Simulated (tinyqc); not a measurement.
Double-gate transistor, scale length and short-channel effects: one step of the calculation.

A body of thickness ts between two insulators of thickness ti and two tied gates. Below threshold the potential that source and drain add obeys Laplace's equation and vanishes on the gate. Its lowest mode decays along the channel as exp(-k y); k is the smallest positive root of the matching condition at the interface, and the scale length is Lambda = pi/k.

Problem. Threshold shift, barrier position and swing. Along the channel psi(y) = s + a exp(y/l) + b exp(-y/l) with psi(0) = Vbi, psi(L) = Vbi + Vds and l = 1/k = Lambda/pi; with A = Vbi - s, B = A + Vds, x = exp(-L/l): a = (B - A x) x/(1 - x^2), b = (A - B x)/(1 - x^2). The minimum is s + 2 sqrt(a b), at y = (l/2) ln(b/a). The long-channel potential follows the gate as s = sT + (Vg - VTL)/m, and the threshold VT is the gate voltage at which the minimum equals sT. Swing = m Vt ln 10/g at threshold, g = d(minimum)/ds = 1 - (b x + a)/((1 + x) sqrt(a b)).

Inputs (values chosen for the exercise); permittivities: semiconductor made up, insulator close to that of silicon nitride:
- T = 300 K (temperature)
- L = 41 nm (channel length)
- Vbi = 1 V (potential of the source)
- sT = 0.38 V (potential of the barrier top at threshold)
- VTL = 0.36 V (long-channel threshold)
- m = 1 (long-channel body factor)
- Vds = 0.7 V (drain voltage)

Constants: q = 1.602176634e-19 C, kB = 1.380649e-23 J/K, Vt = kB T/q. Results are converted to the units shown.

l = 6.7689668 nm

Wanted: s at threshold; a; b; position of the minimum; VT; swing.

Solution.

s at threshold = 0.28271 V
a = 0.0033144 V
b = 0.71398 V
position of the minimum = 18.183 nm
VT = 0.26271 V
swing = 66.307 mV/decade

The threshold lies 97.3 mV below the long-channel value, and the barrier top sits at 0.44 L from the source.

Computed by the program tinyqc: `OMP_NUM_THREADS=1 python tinyqc.py 2420156 2420157 out.jsonl`, one thread of a shared Intel Xeon 2.30GHz, about 0.01 s for the whole run.
